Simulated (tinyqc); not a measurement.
Hot electrons in a saturated n-channel MOSFET, lucky-electron model: one step of the calculation.

Beyond pinch-off the lateral field grows as Esat cosh(y/l) over the velocity-saturated region (pseudo-two-dimensional model). Impact ionisation in this region gives the substrate current, which biases the body forward through Rsub. Currents are per width. Local-field laws: they overstate ionisation when the field peak is narrower than an energy relaxation length.

Problem. Length and field scales. Cox = 3.9 eps0/tox, l = sqrt(3 tox xj), Esat = 2 vs/mu.

Parameters, values chosen for the exercise; values close to those of silicon n-channel devices: channel length L = 0.25 um; oxide thickness tox = 5.6 nm; junction depth xj = 95 nm; effective mobility mu = 300 cm^2/(V s); saturation velocity vs = 7.4e6 cm/s.

Constants: eps0 = 8.8541878128e-14 F/cm where lengths are in cm. Results are converted to the units shown.

Wanted: Cox; l; Esat; Esat L.

Solution.

Cox = 0.61663 uF/cm^2
l = 39.950 nm
Esat = 0.049333 MV/cm
Esat L = 1.2333 V

Numbers from tinyqc (`OMP_NUM_THREADS=1 python tinyqc.py 2550165 2550166 out.jsonl`; about 0.01 s on one thread of a shared Intel Xeon 2.30GHz).
